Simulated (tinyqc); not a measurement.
Hopping conduction between localised states: one step, computed by the program tinyqc.

Energies are counted from the Fermi level. A small network shows the mechanism; the laws of an infinite system follow.

Task: Pair exponents. Miller-Abrahams exponent s_ij = 2 r_ij/xi + (|E_i| + |E_j| + |E_i - E_j|)/(2 k_B T); G_ij = G_0 exp(-s_ij). The diagonal is set to 0 and not used.

Inputs (values chosen for the exercise, for a model impurity band): localisation length xi = 1.1 nm; temperature T = 42 K.

Dimension: 3D.

sites of the small network (nm, nm, meV):
```
      x     y  energy
1     0  0.41   -0.44
2  1.19     1    8.02
3   2.1  1.41  -16.29
4  2.79  0.28   -1.95
5  3.86   1.9  -13.28
6  5.06  1.46   19.18
7  5.48  0.06   -8.05
8   6.7  0.27   -1.99
```

Constants: k_B = 8.617333262e-05 eV/K.

Give: s_ij.

Result:

s_ij:
```
       1      2      3      4      5      6      7      8
1   0.00   4.75   8.73   5.62  11.19  14.82  12.21  12.73
2   4.75   0.00   8.53   5.94  11.01  12.39  12.43  12.87
3   8.73   8.53   0.00   6.91   7.82  15.18  11.12  13.12
4   5.62   5.94   6.91   0.00   7.20  10.49   7.13   7.66
5  11.19  11.01   7.82   7.20   0.00  11.29   8.13   9.62
6  14.82  12.39  15.18  10.49  11.29   0.00  10.18   9.53
7  12.21  12.43  11.12   7.13   8.13  10.18   0.00   4.48
8  12.73  12.87  13.12   7.66   9.62   9.53   4.48   0.00
```
